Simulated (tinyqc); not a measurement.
Effect of surface-potential fluctuations.

The band bending varies over the area as a Gaussian of deviation ss (in units of Vt), so Gp/w = q Dit times the Gaussian mean of ln(1 + y^2)/(2 y), y = x exp(-u), u of deviation ss, x = w tau at the mean bending. Listed: the x of the peak, its height over q Dit, the Dit that the rule Gp/w = 0.40237 q Dit would give, and Gp/w at five times the peak frequency over the peak.

Values chosen for this exercise: interface trap density Dit = 1.7e11 cm^-2 eV^-1.

Constants: q = 1.602176634e-19 C. Results are converted to the units shown.

Effect of surface-potential fluctuations:
```
ss	x at the peak	height/(q Dit)	peak Gp/w (nF/cm^2)	apparent Dit (cm^-2 eV^-1)	ratio at 5 f_peak
0	1.980	0.4024	10.96	1.700e11	0.5767
0.5	2.075	0.3766	10.26	1.591e11	0.6096
1	2.222	0.3259	8.876	1.377e11	0.6883
1.5	2.340	0.2772	7.549	1.171e11	0.7665
2	2.426	0.2370	6.455	1.001e11	0.8258
2.5	2.489	0.2050	5.585	8.663e10	0.8679
3	2.535	0.1797	4.894	7.591e10	0.8976
3.5	2.569	0.1593	4.340	6.731e10	0.9189
```

The height falls from 0.402 to 0.159 and the ratio at five times the peak frequency rises from 0.577 to 0.919: the peak grows lower and wider, as patches with different time constants add. The uncorrected rule understates Dit by a factor of 2.53 in the last row; the width ratio gives ss and so the correction.

Program tinyqc, `OMP_NUM_THREADS=1 python tinyqc.py 2030170 2030171 out.jsonl`; Intel Xeon 2.30GHz, shared host, one thread, about 0.02 s.
